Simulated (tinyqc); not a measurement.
Optical gain and spontaneous emission in a bulk direct-gap semiconductor: one step. Quasi-Fermi levels. Four cases, with inputs chosen for the exercise.

Task: Solve for Fc and Fv.

F_j(eta) = (1/Gamma(j + 1)) integral_0^infinity x^j dx/(1 + exp(x - eta)), which tends to exp(eta) for eta << 0.

Quasi-Fermi levels: n = Nc F_1/2(Fc/kT) and p = Nv F_1/2(Fv/kT), Fc counted up from the conduction edge and Fv down from the valence edge; Nc, Nv from N = 2 (m kB T/(4 pi c))^(3/2) with c = hbar^2/2m0, in 1/angstrom^3; times 1e24 for 1/cm^3, with me and (mhh^(3/2) + mlh^(3/2))^(2/3).

Constants: hbar^2/2m0 = 3.80998211 eV angstrom^2; kB = 8.617333262e-05 eV/K.

Case 1.

Values chosen (near those of InGaAs; not measured data): me = 0.0415 m0 (electron mass); mhh = 0.438 m0 (heavy-hole mass); mlh = 0.0523 m0 (light-hole mass); n = 3.8e+18 1/cm^3 (injected density, n = p); T = 400 K.

Case 2.

Values chosen (near those of GaN; not measured data): me = 0.1991 m0 (electron mass); mhh = 1.387 m0 (heavy-hole mass); mlh = 0.2932 m0 (light-hole mass); n = 5e+18 1/cm^3 (injected density, n = p); T = 300 K.

Case 3.

Values chosen (near those of GaAs; not measured data): me = 0.0676 m0 (electron mass); mhh = 0.493 m0 (heavy-hole mass); mlh = 0.0829 m0 (light-hole mass); n = 3.1e+18 1/cm^3 (injected density, n = p); T = 300 K.

Case 4.

Values chosen (near those of GaAs; not measured data): me = 0.0648 m0 (electron mass); mhh = 0.525 m0 (heavy-hole mass); mlh = 0.0828 m0 (light-hole mass); n = 4.8e+18 1/cm^3 (injected density, n = p); T = 350 K.

Give: kT; Nc; Nv; Fc; Fv; Fc + Fv.

Result:

Case 1.

kT = 0.034469 eV
Nc = 3.266e+17 1/cm^3
Nv = 1.166e+19 1/cm^3
Fc = 0.2092 eV
Fv = -0.0347 eV
Fc + Fv = 0.1745 eV

The separation of the quasi-Fermi levels exceeds the gap, so photons between Eg and Eg + (Fc + Fv) see gain. The quasi-Fermi level of the electrons lies inside the band, that of the holes in the gap.

Case 2.

kT = 0.025852 eV
Nc = 2.229e+18 1/cm^3
Nv = 4.497e+19 1/cm^3
Fc = 0.0408 eV
Fv = -0.0558 eV
Fc + Fv = -0.0150 eV

The separation of the quasi-Fermi levels is below the gap, so there is no gain at any energy. The quasi-Fermi level of the electrons lies inside the band, that of the holes in the gap.

Case 3.

kT = 0.025852 eV
Nc = 4.411e+17 1/cm^3
Nv = 9.285e+18 1/cm^3
Fc = 0.1094 eV
Fv = -0.0253 eV
Fc + Fv = 0.0841 eV

The separation of the quasi-Fermi levels exceeds the gap, so photons between Eg and Eg + (Fc + Fv) see gain. The quasi-Fermi level of the electrons lies inside the band, that of the holes in the gap.

Case 4.

kT = 0.030161 eV
Nc = 5.216e+17 1/cm^3
Nv = 1.278e+19 1/cm^3
Fc = 0.1551 eV
Fv = -0.0256 eV
Fc + Fv = 0.1296 eV

The separation of the quasi-Fermi levels exceeds the gap, so photons between Eg and Eg + (Fc + Fv) see gain. The quasi-Fermi level of the electrons lies inside the band, that of the holes in the gap.

Computed by tinyqc, one run a case: `OMP_NUM_THREADS=1 python tinyqc.py N N+1 out.jsonl` with N = 1681231, 1681517, 1681774, 1681932; one thread of a shared Intel(R) Xeon(R) Processor @ 2.30GHz, about 0.09 s a run at most.
